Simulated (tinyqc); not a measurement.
# Changing the test frequency f

Model: admittance spectroscopy and thermally stimulated current of one trap level in a depletion layer. Computed by tinyqc, a small Python program. Command: `OMP_NUM_THREADS=1 python tinyqc.py 3114098 3114099 out.jsonl admit sweep`. One thread of a shared host (Intel(R) Xeon(R) Processor @ 2.30GHz), about 0.01 s of CPU time with the checks.

A Schottky junction on n-type material holds one donor-like electron trap; shallow donors are fully ionised and abrupt depletion edges are assumed.

Inputs (values chosen for the exercise, modelled on n-type GaN):

| quantity | value | unit |
|---|---|---|
| dielectric constant eps | 9.66 | - |
| density-of-states mass m | 0.203 | m_0 |
| shallow doping N | 1.7e+16 | 1/cm^3 |
| trap density N_t | 2.9e+15 | 1/cm^3 |
| trap depth E_t below the band | 0.212 | eV |
| capture cross section sigma | 1.5e-16 | cm^2 |
| band bending V_b | 1.9 | V |

Constants: k_B = 1.380649e-23 J/K; m_0 = 9.1093837015e-31 kg; h = 6.62607015e-34 J s; k_B = 8.617333262e-05 eV/K; eps_0 = 8.8541878128e-12 F/m; e = 1.602176634e-19 C.

Method:
- N_c = 2 (2 pi m k_B T/h^2)^(3/2), v_th = sqrt(3 k_B T/m), emission rate e_n = sigma v_th N_c exp(-E_t/(k_B T)).
- Where the level crosses the Fermi level capture equals emission, so the trap follows the signal with the rate 2 e_n; G/omega peaks at omega = 2 e_n (the correction for large N_t/N is left out).
- Solve 2 e_n(T_p) = 2 pi f.
- With E_c - E_F = k_B T_p ln(N_c/N): lambda = sqrt(2 eps eps_0 (E_t - (E_c - E_F))/(e^2 N)); traps are empty and charged for x < x_t = w - lambda, and V_b = e (N w^2 + N_t x_t^2)/(2 eps eps_0). High frequency: C_hf = eps eps_0/w. Low frequency: C_lf = eps eps_0 (N + N_t)/(N w + N_t x_t).

One run for each value:

| test frequency f (Hz) | peak temperature T_p (K) | step (C_lf - C_hf)/C_hf | E_c - E_F = k_B T_p ln(N_c/N) (eV) | lambda (nm) |
|---|---|---|---|---|
| 1.00e+01 | 137.4 | 0.04716 | 0.0442 | 102.7 |
| 7.00e+01 | 152.2 | 0.04618 | 0.0510 | 100.6 |
| 5.00e+02 | 170.6 | 0.04491 | 0.0597 | 97.8 |
| 4.00e+03 | 195.1 | 0.04309 | 0.0716 | 93.9 |
| 3.00e+04 | 225.9 | 0.04060 | 0.0872 | 88.5 |
| 2.00e+05 | 264.3 | 0.03714 | 0.1074 | 81.1 |
| 1.00e+06 | 307.5 | 0.03267 | 0.1310 | 71.3 |
| 1.00e+07 | 396.4 | 0.01989 | 0.1818 | 43.5 |

Describe the trends.

Over the rows, peak temperature T_p (K) rises from 137 to 396 (exponent d ln y / d ln x 0.053 between the first rows and 0.11 between the last); step (C_lf - C_hf)/C_hf falls from 0.0472 to 0.0199 (exponent d ln y / d ln x -0.011 between the first rows and -0.22 between the last); E_c - E_F = k_B T_p ln(N_c/N) (eV) rises from 0.0442 to 0.182 (exponent d ln y / d ln x 0.073 between the first rows and 0.14 between the last).

Extremes, crossings and ranges named in words are read from the listed rows.
